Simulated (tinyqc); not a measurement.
Electron-beam lithography: double-Gaussian proximity function, edge placement and dose correction for parallel lines: one step, computed by the program tinyqc.

Lines are infinitely long. Absorbed energy is counted so that the middle of a very large area written at dose 1 receives 1; the resist develops where it exceeds 1/2.

Task: Dose correction. Uncorrected edge energies are M 1. Solve M d = 1/2 for the doses d that put the mean edge energy of every line at the threshold.

M, rows 1, 2, 3, 4, 5:
```
[[0.3376894, 0.0016504, 0.0504800, 0.0010875, 0.0007870],
 [0.0303154, 0.3084498, 0.0551818, 0.0012442, 0.0009071],
 [0.0271743, 0.0016150, 0.3629530, 0.0013392, 0.0009856],
 [0.0244173, 0.0015231, 0.0560331, 0.3081383, 0.0010298],
 [0.0238293, 0.0014978, 0.0556183, 0.0013890, 0.3077789]]
```

Give: edge energies at dose 1; corrected doses; largest over smallest dose.

Result:

edge energies at dose 1: 1 0.3917, 2 0.3961, 3 0.3941, 4 0.3911, 5 0.3901

corrected doses: 1 1.278, 2 1.260, 3 1.268, 4 1.280, 5 1.285

largest over smallest dose = 1.020
